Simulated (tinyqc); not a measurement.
Sensitivity of the reflectance: thin-film optics by transfer matrices.

Indices N = n + i k. Snell: N0 sin(theta) = N_j sin(theta_j), with Im(N_j cos theta_j) >= 0. Admittance y_j = N_j cos theta_j for s and N_j/cos theta_j for p. Phase delta_j = 2 pi N_j cos theta_j d_j/lambda. Layer matrix [[cos delta, -i sin delta/y], [-i y sin delta, cos delta]], multiplied from the top down to M. (B, C) = M (1, y_sub); r = (y0 B - C)/(y0 B + C), R = |r|^2, T = 4 Re y0 Re y_sub/|y0 B + C|^2, absorbed in the films 1 - R - T.

Values chosen for the exercise (indices near those of resist, ARC on polySi; shifted at random, so the results belong to these values and not to a real crystal):
- lam = 365 nm (vacuum wavelength)
- n0 = 1 (ambient index)
- n = (1.705, 1.72, 4.994) (n of resist, ARC, substrate)
- k = (0.025, 0.313, 2.491) (k in the same order)
- d = (587, 49.7) nm (thicknesses, top first)
- theta = 60 degrees (angle of incidence)

R for both polarisations.

One parameter was then changed.

Results before and after:

| case | R_s | R_p | T_s |
|---|---|---|---|
| base | 0.3768 | 0.0274 | 0.1266 |
| changed | 0.4545 | 0.0093 | 0.1079 |

Which of these changes was made? (a) lam = 370 nm; (b) n = (1.739, 1.72, 4.994); (c) theta = 65 degrees; (d) k = (0.025, 0.313, 2.75); (e) d = (592, 49.7) nm.

Answer: (c) theta = 65 degrees. Of the candidates, run in turn, only this one gives the changed row.

All candidates:

| case | R_s | R_p | T_s |
|---|---|---|---|
| base | 0.3768 | 0.0274 | 0.1266 |
| d = (592, 49.7) nm | 0.3568 | 0.0277 | 0.1301 |
| n = (1.739, 1.72, 4.994) | 0.3047 | 0.0299 | 0.1415 |
| k = (0.025, 0.313, 2.75) | 0.3770 | 0.0287 | 0.1228 |
| lam = 370 nm | 0.3993 | 0.0276 | 0.1242 |
| theta = 65 degrees | 0.4545 | 0.0093 | 0.1079 |

Run: tinyqc, `OMP_NUM_THREADS=1 python tinyqc.py 1681115 1681116 out.jsonl`; Intel(R) Xeon(R) Processor @ 2.30GHz, one thread, shared host; about 0.01 s of CPU time with all checks.
